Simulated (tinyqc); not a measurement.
Wannier function of the lower band of a two-orbital chain: one step. The same from overlaps (Marzari-Vanderbilt). Five cases, with inputs chosen for the exercise.

Problem. b = 2 pi/N; M_j = u_j^+ diag(1, exp(-i b xb)) u_(j+1), with u_N = u_0. Centre = -(1/2 pi) sum arg M_j; gauge-invariant part Omega_I = (1/(N b^2)) sum (1 - |M_j|^2); gauge-dependent part Omega_D = (1/(N b^2)) sum (arg M_j + b centre)^2.

Give: Overlaps; centre from overlaps; Omega_I; Omega_D.

Case 1.

Values chosen: xb = 0.38 a (position of B (A at 0)).

Mesh:

| j | E lower (eV) | E upper (eV) | u_A | u_B | \|<trial\|u>\| |
|---|---|---|---|---|---|
| 0 | -2.760019 | 2.380019 | 0.6015553 | 0.7988312 | 0.920378 |
| 1 | -2.379540 | 2.189540 | 0.6190627-0.0636174i | 0.7749662+0.1101886i | 0.923607 |
| 2 | -1.540703 | 1.730703 | 0.6739517-0.0870585i | 0.7179640+0.1507898i | 0.942641 |
| 3 | -1.041990 | 1.421990 | 0.7269177 | 0.6867246 | 0.972891 |
| 4 | -1.540703 | 1.730703 | 0.6739517+0.0870585i | 0.7179640-0.1507898i | 0.942641 |
| 5 | -2.379540 | 2.189540 | 0.6190627+0.0636174i | 0.7749662-0.1101886i | 0.923607 |

Solution.

Overlaps:

| j | \|M_j\| | arg M_j (rad) |
|---|---|---|
| 0 | 0.9969 | -0.1990 |
| 1 | 0.9858 | -0.2025 |
| 2 | 0.9314 | -0.2420 |
| 3 | 0.9314 | -0.2420 |
| 4 | 0.9858 | -0.2025 |
| 5 | 0.9969 | -0.1990 |

centre from overlaps = 0.205 a
Omega_I = 0.0507 a^2
Omega_D = 0.0003 a^2

The centre is the Berry phase over 2 pi and does not depend on the trial orbital (modulo a). Omega_D is 0.7 % of the total; in one dimension a gauge that spreads the phase evenly removes it. The total is 0.0511 a^2, against 0.0555 a^2 (centre 0.202 a) in real space on 96 cells.

Case 2.

Values chosen: xb = 0.63 a (position of B (A at 0)).

Mesh:

| j | E lower (eV) | E upper (eV) | u_A | u_B | \|<trial\|u>\| |
|---|---|---|---|---|---|
| 0 | -2.266532 | 1.846532 | 0.6278849 | 0.7783062 | 0.856215 |
| 1 | -2.121601 | 1.824616 | 0.6071664-0.0328188i | 0.7887594+0.0901689i | 0.840321 |
| 2 | -1.770064 | 1.770064 | 0.5457634-0.0547438i | 0.8225102+0.1504072i | 0.794165 |
| 3 | -1.415475 | 1.712459 | 0.4596906-0.0475336i | 0.8771371+0.1305974i | 0.731966 |
| 4 | -1.267405 | 1.687405 | 0.4123463 | 0.9110272 | 0.699068 |
| 5 | -1.415475 | 1.712459 | 0.4596906+0.0475336i | 0.8771371-0.1305974i | 0.731966 |
| 6 | -1.770064 | 1.770064 | 0.5457634+0.0547438i | 0.8225102-0.1504072i | 0.794165 |
| 7 | -2.121601 | 1.824616 | 0.6071664+0.0328188i | 0.7887594-0.0901689i | 0.840321 |

Solution.

Overlaps:

| j | \|M_j\| | arg M_j (rad) |
|---|---|---|
| 0 | 0.9871 | -0.2564 |
| 1 | 0.9812 | -0.3008 |
| 2 | 0.9692 | -0.3964 |
| 3 | 0.9567 | -0.5071 |
| 4 | 0.9567 | -0.5071 |
| 5 | 0.9692 | -0.3964 |
| 6 | 0.9812 | -0.3008 |
| 7 | 0.9871 | -0.2564 |

centre from overlaps = 0.465 a
Omega_I = 0.0844 a^2
Omega_D = 0.0150 a^2

The centre is the Berry phase over 2 pi and does not depend on the trial orbital (modulo a). Omega_D is 15.1 % of the total; in one dimension a gauge that spreads the phase evenly removes it. The total is 0.0994 a^2, against 0.1026 a^2 (centre 0.463 a) in real space on 96 cells.

Case 3.

Values chosen: xb = 0.35 a (position of B (A at 0)).

Mesh:

| j | E lower (eV) | E upper (eV) | u_A | u_B | \|<trial\|u>\| |
|---|---|---|---|---|---|
| 0 | -3.191423 | 2.291423 | 0.6740944 | 0.7386452 | 0.998958 |
| 1 | -2.913641 | 2.277245 | 0.6680618-0.0619630i | 0.7389280+0.0619630i | 0.994892 |
| 2 | -2.203656 | 2.203656 | 0.6524160-0.1040314i | 0.7434435+0.1040314i | 0.987022 |
| 3 | -1.407136 | 2.043532 | 0.6355187-0.0939396i | 0.7605699+0.0939396i | 0.987184 |
| 4 | -1.032768 | 1.932768 | 0.6288607 | 0.7775180 | 0.994460 |
| 5 | -1.407136 | 2.043532 | 0.6355187+0.0939396i | 0.7605699-0.0939396i | 0.987184 |
| 6 | -2.203656 | 2.203656 | 0.6524160+0.1040314i | 0.7434435-0.1040314i | 0.987022 |
| 7 | -2.913641 | 2.277245 | 0.6680618+0.0619630i | 0.7389280-0.0619630i | 0.994892 |

Solution.

Overlaps:

| j | \|M_j\| | arg M_j (rad) |
|---|---|---|
| 0 | 0.9988 | -0.1466 |
| 1 | 0.9970 | -0.1513 |
| 2 | 0.9886 | -0.1628 |
| 3 | 0.9644 | -0.1790 |
| 4 | 0.9644 | -0.1790 |
| 5 | 0.9886 | -0.1628 |
| 6 | 0.9970 | -0.1513 |
| 7 | 0.9988 | -0.1466 |

centre from overlaps = 0.204 a
Omega_I = 0.0410 a^2
Omega_D = 0.0003 a^2

The centre is the Berry phase over 2 pi and does not depend on the trial orbital (modulo a). Omega_D is 0.6 % of the total; in one dimension a gauge that spreads the phase evenly removes it. The total is 0.0412 a^2, against 0.0428 a^2 (centre 0.204 a) in real space on 96 cells.

Case 4.

Values chosen: xb = 0.45 a (position of B (A at 0)).

Mesh:

| j | E lower (eV) | E upper (eV) | u_A | u_B | \|<trial\|u>\| |
|---|---|---|---|---|---|
| 0 | -3.567197 | 2.567197 | 0.6824711 | 0.7309126 | 0.956494 |
| 1 | -3.196554 | 2.489447 | 0.6614663-0.1101663i | 0.7168793+0.1908137i | 0.931286 |
| 2 | -2.220698 | 2.220698 | 0.5885487-0.2186043i | 0.6800434+0.3786337i | 0.849720 |
| 3 | -1.005840 | 1.712946 | 0.3985211-0.3173143i | 0.6621386+0.5496045i | 0.676199 |
| 4 | -0.268440 | 1.268440 | -0.1581509 | 0.9874150 | 0.356745 |
| 5 | -1.005840 | 1.712946 | 0.3985211+0.3173143i | 0.6621386-0.5496045i | 0.676199 |
| 6 | -2.220698 | 2.220698 | 0.5885487+0.2186043i | 0.6800434-0.3786337i | 0.849720 |
| 7 | -3.196554 | 2.489447 | 0.6614663+0.1101663i | 0.7168793-0.1908137i | 0.931286 |

Solution.

Overlaps:

| j | \|M_j\| | arg M_j (rad) |
|---|---|---|
| 0 | 0.9992 | -0.1261 |
| 1 | 0.9975 | -0.1414 |
| 2 | 0.9872 | -0.2165 |
| 3 | 0.8652 | -1.1385 |
| 4 | 0.8652 | -1.1385 |
| 5 | 0.9872 | -0.2165 |
| 6 | 0.9975 | -0.1414 |
| 7 | 0.9992 | -0.1261 |

centre from overlaps = 0.516 a
Omega_I = 0.1148 a^2
Omega_D = 0.2921 a^2

The centre is the Berry phase over 2 pi and does not depend on the trial orbital (modulo a). Omega_D is 71.8 % of the total; in one dimension a gauge that spreads the phase evenly removes it. The total is 0.4069 a^2, against 0.6476 a^2 (centre 0.518 a) in real space on 96 cells.

Case 5.

Values chosen: xb = 0.63 a (position of B (A at 0)).

Mesh:

| j | E lower (eV) | E upper (eV) | u_A | u_B | \|<trial\|u>\| |
|---|---|---|---|---|---|
| 0 | -1.898146 | 2.778146 | 0.7360025 | 0.6769788 | 0.999129 |
| 1 | -1.666771 | 1.666771 | 0.6989128-0.2863852i | 0.5894811+0.2863852i | 0.911032 |
| 2 | -0.744179 | -0.135821 | 0.9757234 | -0.2190065 | 0.535080 |
| 3 | -1.666771 | 1.666771 | 0.6989128+0.2863852i | 0.5894811-0.2863852i | 0.911032 |

Solution.

Overlaps:

| j | \|M_j\| | arg M_j (rad) |
|---|---|---|
| 0 | 0.9969 | -0.4548 |
| 1 | 0.7862 | 0.5662 |
| 2 | 0.7862 | 0.5662 |
| 3 | 0.9969 | -0.4548 |

centre from overlaps = -0.035 a
Omega_I = 0.0787 a^2
Omega_D = 0.1056 a^2

The centre is the Berry phase over 2 pi and does not depend on the trial orbital (modulo a). Omega_D is 57.3 % of the total; in one dimension a gauge that spreads the phase evenly removes it. The total is 0.1843 a^2, against 0.7410 a^2 (centre -0.020 a) in real space on 96 cells. The overlaps are finite differences in k, which are coarse on this mesh, and the function does not fit into N cells.

Computed by tinyqc, one run a case: `OMP_NUM_THREADS=1 python tinyqc.py N N+1 out.jsonl` with N = 1451169, 1451633, 1451732, 1451768, 1451952; one thread of a shared Intel(R) Xeon(R) Processor @ 2.30GHz, about 0.2 s a run at most.
